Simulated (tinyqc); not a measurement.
Worked calculation: exciton in an atomically thin sheet (Rytova-Keldysh potential). Values are carried at full precision from step to step, so a last printed digit may differ when a step is redone from the rounded ones.

Constants: Ry = 13.60569312 eV; a0 (Bohr radius) = 0.5291772105 angstrom; hbar^2/2m0 = 3.80998211 eV angstrom^2; e^2/(4 pi eps0) = 14.39964547 eV angstrom.

Parameters, chosen for this exercise (near those of a MoS2 monolayer; the results hold for these values, not for the real material): me = 0.469 m0 (electron mass); mh = 0.553 m0 (hole mass); kap = 4.5 (mean dielectric constant of the surroundings); Eg = 2.115 eV (gap, in these surroundings); al = (0.000772, 0.00348, 0.0156, 0.0704) 1/angstrom^2 (exponents a_i); r0 = 37.8 angstrom (screening length of the sheet).

## Exciton units

1/mu = 1/me + 1/mh, Ry* = Ry mu/kap^2, a* = a0 kap/mu.

mu = 0.25377 m0
Ry* = 170.507 meV
a* = 9.38 angstrom

## Hydrogen-like series

Binding Ry*/n^2 in three dimensions and Ry*/(n - 1/2)^2 in two; strengths relative to n = 1 go as 1/n^3 and (1/2)^3/(n - 1/2)^3. Lines at Eg less the binding.

Series:
```
n  3D binding (meV)  3D line (eV)  3D strength  2D binding (meV)  2D line (eV)  2D strength
1            170.51        1.9445       1.0000            682.03        1.4330       1.0000
2             42.63        2.0724       0.1250             75.78        2.0392       0.0370
3             18.95        2.0961       0.0370             27.28        2.0877       0.0080
4             10.66        2.1043       0.0156             13.92        2.1011       0.0029
```

## Overlap and kinetic matrices

Relative motion in the plane with V(k) = -2 pi q/(k (kap + r0 k)), q = e^2/(4 pi eps0), c = hbar^2/2m0. Normalised Gaussians exp(-a_i r^2): with A = a_i + a_j, S_ij = 2 sqrt(a_i a_j)/A, T_ij = (4c/mu)(a_i a_j/A) S_ij, V_ij = -q S_ij times the integral over k from 0 to infinity of exp(-k^2/4A)/(kap + r0 k).

Form S and T.

S:
```
[[1.00000, 0.77097, 0.42393, 0.20716],
 [0.77097, 1.00000, 0.77233, 0.42372],
 [0.42393, 0.77233, 1.00000, 0.77069],
 [0.20716, 0.42372, 0.77069, 1.00000]]
```

T (eV):
```
[[0.02318, 0.02925, 0.01873, 0.00950],
 [0.02925, 0.10449, 0.13197, 0.08438],
 [0.01873, 0.13197, 0.46841, 0.59104],
 [0.00950, 0.08438, 0.59104, 2.11387]]
```

## Potential matrix

Evaluate the integrals numerically.

V (eV):
```
[[-0.16859, -0.18973, -0.16264, -0.11926],
 [-0.18973, -0.29180, -0.31025, -0.24621],
 [-0.16264, -0.31025, -0.46293, -0.46488],
 [-0.11926, -0.24621, -0.46488, -0.67737]]
```

## Levels in the small basis

Solve (T + V) u = E S u; give the two lowest levels and the ground vector with u S u = 1 and its largest component positive.

levels (eV): [-0.1981, -0.0203]

ground vector: [0.277, 0.659, 0.136, 0.020]

## The converged series

Converged values use 20 Gaussians with exponents 2^i/b^2, i = -11 to 8, b the larger of a0 kap/(2 mu) and sqrt(a0 r0/mu), a0 = 0.5291772 angstrom; p states use r exp(i theta) exp(-a r^2).

Levels against the two-dimensional hydrogen series Ry*/(n - 1/2)^2; eps_n is the dielectric constant that would give each level in that series.

Series:
```
state  binding (meV)  hydrogen (meV)  eps_n  Eg + E (eV)
1s             198.4           682.0   8.34        1.917
2p              60.5            75.8   5.04        2.054
2s              46.7            75.8   5.73        2.068
3p              24.0            27.3   4.80        2.091
3s              20.3            27.3   5.22        2.095
```

eps_n falls from 8.34 (1s) to 5.22 (3s) towards kap = 4.5: larger orbits see less of the sheet. 2p is bound 13.8 meV more strongly than 2s, which pure Coulomb attraction keeps degenerate. The small basis misses the 1s binding by 0.2 meV.

## Checks

- 1s binding for r0 = 0 against 4 Ry*, meV: 681.8 against 682.0.
- 2p binding for r0 = 0 against 4 Ry*/9, meV: both 75.78.

(tinyqc, `OMP_NUM_THREADS=1 python tinyqc.py 1280156 1280157 out.jsonl`, Intel(R) Xeon(R) Processor @ 2.30GHz, 1 thread, shared host, about 0.05 s.)
